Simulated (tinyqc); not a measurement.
Cyclotron resonance of ellipsoidal valleys, Si type, step by step. Values are carried at full precision from step to step, so a last printed digit may differ when a step is redone from the rounded ones.

Valleys along [100], [010], [001] (each with its opposite partner), mass ml along the axis and mt across it. B lies in the (1-10) plane, b = (sin(theta)/sqrt2, sin(theta)/sqrt2, cos(theta)). For the angle phi between B and the axis, 1/mc^2 = cos^2(phi)/mt^2 + sin^2(phi)/(mt ml). Resonance: h nu = 2 muB B/mc, h = 2 pi hbar.

Constants: hbar = 6.58211957e-16 eV s; muB = 5.788381798e-05 eV/T.

Values chosen for the exercise (near those of Si; shifted at random, so the results belong to these values and not to a real crystal):
- theta = 44 degrees (angle of B from [001] towards [110])
- ml = 0.958 m0 (longitudinal mass)
- mt = 0.189 m0 (transverse mass)
- nu = 24 GHz (microwave frequency)
- tau = 8.6 ps (scattering time)

## Angles to the valley axes

Give b and cos^2(phi) for each axis.

b: 0.4912  0.4912  0.7193

cos^2(phi): [100] 0.2413, [010] 0.2413, [001] 0.5174

## Cyclotron masses and resonance fields

For each axis, mc and B = h nu mc/(2 muB).

Resonances:
```
axis   mc (m0)   B (T)
[100]   0.3023  0.2592
[010]   0.3023  0.2592
[001]   0.2415  0.2070
```

2 distinct masses appear; the limits are mt = 0.189 (B along the axis) and sqrt(ml mt) = 0.4255 (B across it).

## The same from the mass tensor

For the valley along [001]: M = mt 1 + (ml - mt) a a^T, and mc^2 = det M/(b M b).

M (m0), lower triangle:
```
        x       y       z
x  0.1890
y       0  0.1890
z       0       0  0.9580
```

det M = 0.034221
b M b = 0.5869
mc = 0.2415 m0

## Line shape

For linear polarisation and one isotropic mass the absorbed power goes as P = [1 + (w^2 + wc^2) tau^2]/([1 + (wc^2 - w^2) tau^2]^2 + 4 w^2 tau^2), w = 2 pi nu. List it for wc/w = 0, 0.5, 0.8, 0.9, 1, 1.1, 1.2, 1.5 and 2, which is B over the resonance field.

w tau = 1.297

Power:
```
wc/w       P
0.0   0.3729
0.5   0.4565
0.8   0.5460
0.9   0.5624
1.0   0.5647
1.1   0.5511
1.2   0.5232
1.5   0.3954
2.0   0.2174
```

The largest listed value lies at wc/w = 1.0, 1.5 times the zero-field value. The line is so broad that on the low-field side it reaches half its height only near zero field, or not at all. The closest two lines of this crystal are 25.2 % apart, so they merge at this w tau.

## Checks

- Rotation frequency of dv/dt = -M^-1 (v x b) for the valley along [001], in units of e B/m0, against 1/mc: both 4.1414.

(tinyqc, `OMP_NUM_THREADS=1 python tinyqc.py 1252184 1252185 out.jsonl`, Intel(R) Xeon(R) Processor @ 2.30GHz, 1 thread, shared host, about 0.01 s.)
